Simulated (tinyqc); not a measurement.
Finite-size error of a charged defect in a periodic cell: Madelung and Makov-Payne terms: one step, computed by the program tinyqc.

L is the cube root of the cell volume. The defect charge is a Gaussian, rho(r) = q (2 pi sigma^2)^(-3/2) exp(-r^2/2 sigma^2), repeated periodically in a uniform neutralising background and screened by a continuum. The model cell energy is E(L) = E_0 + [periodic - isolated electrostatic energy].

Question. Madelung energy. Ewald sum for a unit point charge: scale each Cartesian component of the cell by 1/sqrt(eps_i), giving R', G' and V'; E = [ (1/2) sum erfc(eta R')/R' + (2 pi/V') sum exp(-G'^2/4 eta^2)/G'^2 - eta/sqrt(pi) - pi/(2 V' eta^2) ] e^2/(4 pi eps_0) / sqrt(eps_x eps_y eps_z), over n_i = -6..6, omitting n = (0,0,0), eta = 2/V'^(1/3). alpha = -2 E eps_g L/(e^2/(4 pi eps_0)), eps_g = (eps_x eps_y eps_z)^(1/3).

Inputs (values chosen for the exercise, with screening close to that of 4H-SiC): charge q = -2 e; cell length L = 16.8 angstrom; dielectric constant eps = 9.84.

Supercell lattice: sc. Screening: isotropic.

cell vectors (rows) (angstrom):
```
      1     2     3
1  16.8   0.0   0.0
2   0.0  16.8   0.0
3   0.0   0.0  16.8
```

Constants: e^2/(4 pi eps_0) = 14.39964548 eV angstrom.

Give: terms for a unit charge; Madelung constant alpha; point-charge correction -q^2 E.

Answer.

terms for a unit charge (eV): real space 0.00125, reciprocal 0.00768, self -0.09829, background -0.03421

Madelung constant alpha = 2.837

point-charge correction -q^2 E = 0.4943 eV
